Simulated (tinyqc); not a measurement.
Concentration-dependent dopant diffusion with charged defects and the built-in field: one step, computed by the program tinyqc. Command: `OMP_NUM_THREADS=1 python tinyqc.py 3027898 3027899 out.jsonl extrinsic walk`. One thread of a shared host (Intel(R) Xeon(R) Processor @ 2.30GHz), about 0.06 s of CPU time with the checks.

A constant source C_s feeds a half space. The dopant moves through neutral point defects and through charged ones, whose number grows with the majority carrier density n.

Problem. Intrinsic density and partial diffusivities. n_i = 3.87e16 T^1.5 exp(-7014/T) per cm^3 (T in kelvin, an empirical form); each D = prefactor x exp(-E/(k_B T)); the intrinsic diffusivity D_i is their sum. Temperatures in kelvin are T(C) + 273.15.

Inputs (values chosen for the exercise, modelled on boron in silicon):
```
quantity,value,unit
neutral prefactor D0x,0.0475,cm^2/s
neutral activation energy E0,3.49,eV
singly charged prefactor D01,0.934,cm^2/s
activation energy E1,3.51,eV
temperature T,1075,C
```

Field enhancement: on.

Constants: k_B = 8.617333262e-05 eV/K.

Give: n_i; partial diffusivities; intrinsic diffusivity D_i.

Solution.

n_i = 1.054e+19 1/cm^3

partial diffusivities (cm^2/s): Dx 4.266e-15, D1 7.062e-14

intrinsic diffusivity D_i = 7.489e-14 cm^2/s
